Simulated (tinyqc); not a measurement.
What moves the results: strain-driven crossing of the Gamma and L valleys in a germanium-like crystal alloyed with tin. A value that a table varies takes the place of the one given here.

Biaxial loads: e0 is the in-plane strain e_par and the normal is free. (001): e_perp = -2 (C12/C11) e_par; exx = eyy = e_par, ezz = e_perp, no shear. (111): e_perp = -(2 C11 + 4 C12 - 4 C44)/(C11 + 2 C12 + 4 C44) e_par; exx = eyy = ezz = (2 e_par + e_perp)/3 and exy = eyz = ezx = (e_perp - e_par)/3. (110): e_perp = -(C11 + 3 C12 - 2 C44)/(C11 + C12 + 2 C44) e_par; exx = eyy = (e_par + e_perp)/2, ezz = e_par, exy = (e_perp - e_par)/2, eyz = ezx = 0. Uniaxial loads: a stress along n, scaled so that n.e.n = e0, with exx = s11 sxx + s12 (syy + szz), exy = s44 sxy/2, s11 = (C11 + C12)/((C11 - C12)(C11 + 2 C12)), s12 = -C12/((C11 - C12)(C11 + 2 C12)), s44 = 1/C44.

Edges from the unstrained valence top: Gamma at Eg + ac tr(e); an L valley with unit axis u at EgL + aL tr(e) + XuL (u.e.u - tr(e)/3), u along [111], [1-1-1], [-11-1], [-1-11]; valence edges are the levels of the 6 x 6 matrix of X, Y, Z times spin with -Dso/3 + l exx + m (eyy + ezz) on the diagonal (cyclic), n exy off it, l = av + 2 b, m = av - b, n = sqrt(3) d. Spin-orbit term (Dso/3) L.sigma on X, Y, Z with (L_k)_ij = -i epsilon_kij: <X+|H|Y+> = -i Dso/3, <X+|H|Z-> = Dso/3, <Y+|H|Z-> = -i Dso/3, <Z+|H|X-> = -Dso/3, <Z+|H|Y-> = i Dso/3, <X-|H|Y-> = i Dso/3, and their conjugates; + and - are the spin along z.

With tin the unstrained gaps become E(y) = (1 - y) E + y EgS - CS y (1 - y); all other values are kept.
Constants: kB = 8.617333262e-05 eV/K.

Inputs chosen for the exercise (near those of Ge, gaps at low temperature; the results hold for these values, not for the real material): Eg = 0.902 eV (gap at Gamma to the s-like level); EgL = 0.753 eV (gap to L); Dso = 0.294 eV (spin-orbit splitting); ac = -8.36 eV (conduction deformation potential); av = 1.26 eV (valence hydrostatic potential); b = -2.58 eV (tetragonal shear potential); d = -5.22 eV (trigonal shear potential); aL = -1.62 eV (hydrostatic potential of the L edge, Xd + Xu/3); XuL = 16.78 eV (uniaxial potential, L); y = 0.039 (tin fraction); EgS = (-0.373, 0.077) eV (Gamma and L gaps of the tin end); CS = (2.53, 0.79) eV (bowing of the Gamma and L gaps); C11 = 127.8 GPa; C12 = 47.4 GPa; C44 = 67 GPa; load = biaxial (001) (kind of strain); mG = 0.043 m0 (mass at Gamma); mL = 0.564 m0 (density-of-states mass of the four L valleys together); T = 200 K (temperature); e0 = 0.0164 (size of the strain).

## Which strain makes the gap direct

For tension the difference Gamma minus lowest L is linear in e0; slope per 1 % and the e0 at which it vanishes (a dash: no crossing below 15 %), with the gap there.

Results:
```
load            slope (meV per 1 %)  crossing e0 (%)  gap at the crossing (eV)
biaxial (001)                 -84.8             0.71                     0.633
biaxial (110)                 -24.6             2.45                     0.239
biaxial (111)                  41.8                -                         -
uniaxial [100]                -30.9             1.95                     0.607
uniaxial [111]                 -3.8                -                         -
uniaxial [110]                 15.7                -                         -
```

What does this show, and why?

The smallest strain is needed for biaxial (001) (0.71 %), then uniaxial [100] (1.95 %). No crossing below 15 % is found for biaxial (111), uniaxial [111] and uniaxial [110]: shear splits the L valleys and pulls the lowest down nearly as fast as, or faster than, Gamma. Loads without off-diagonal strain, (001) and [100], gain (ac - aL) tr(e) = -67 meV per 1 % of volume. For uniaxial [111] the slope is a near cancellation, so terms beyond this linear model decide.

## Sweep of a biaxial (001) strain

The valence splitting is the distance of the top two edges. Share in Gamma = mG^(3/2)/(mG^(3/2) + (mL^(3/2)/4) sum_i exp(-(E_Li - E_Gamma)/kT)).

Results:
```
e0 (%)  direct gap (eV)  indirect gap (eV)  Gamma - L (meV)  valence splitting (meV)  share in Gamma (%)
-0.72             0.812              0.691              121                       57             0.00183
-0.27             0.778              0.695               83                       23              0.0167
0.17              0.729              0.683               46                       16               0.146
0.62              0.650              0.642                8                       60                1.32
1.06              0.569              0.598              -29                      108                10.4
1.51              0.483              0.551              -68                      160                51.6
1.95              0.397              0.502             -105                      212                90.3
2.40              0.308              0.451             -143                      267                98.8
```

How do the results move?

Gamma drops below the lowest L valley between e0 = 0.62 and 1.06 %. The direct gap goes from 0.812 to 0.308 eV; of that change -0.127 eV comes from the rise of the valence top through the shear terms and the rest from the volume. The share in Gamma goes from 0.00183 to 98.8 %.

## What each parameter does

Direct gap, Gamma minus the lowest L edge and the valence splitting. Each row changes one parameter from the base and keeps the others.

Results:
```
case             direct gap (eV)  Gamma - L (meV)  valence splitting (meV)
base                      0.4578            -78.7                    174.9
aL = -1.863 eV            0.4578            -73.6                    174.9
Dso = 0.3381 eV           0.4604            -78.7                    172.3
C12 = 40.29 GPa           0.4478            -91.0                    162.5
d = -4.437 eV             0.4578            -78.7                    174.9
XuL = 19.297 eV           0.4578            -78.7                    174.9
b = -2.193 eV             0.4755            -78.7                    146.1
y = 0.03315               0.4790            -65.7                    174.9
```

What can be read from the table?

The largest shifts from the base row, up to three for each result and ties (the steps differ in size, so this ranks the rows, not the parameters). direct gap (eV): y +0.0212, b +0.0177, C12 -0.0099; unchanged at the printed digits by aL, d and XuL. Gamma - L (meV): y +12.9, C12 -12.3, aL +5.0; unchanged at the printed digits by Dso, d, XuL and b. valence splitting (meV): b -28.8, C12 -12.3, Dso -2.6; unchanged at the printed digits by aL, d, XuL and y.

Program tinyqc; command `OMP_NUM_THREADS=1 python tinyqc.py 1051146 1051147 out.jsonl`; about 0.01 s on one thread of a shared Intel(R) Xeon(R) Processor @ 2.30GHz.
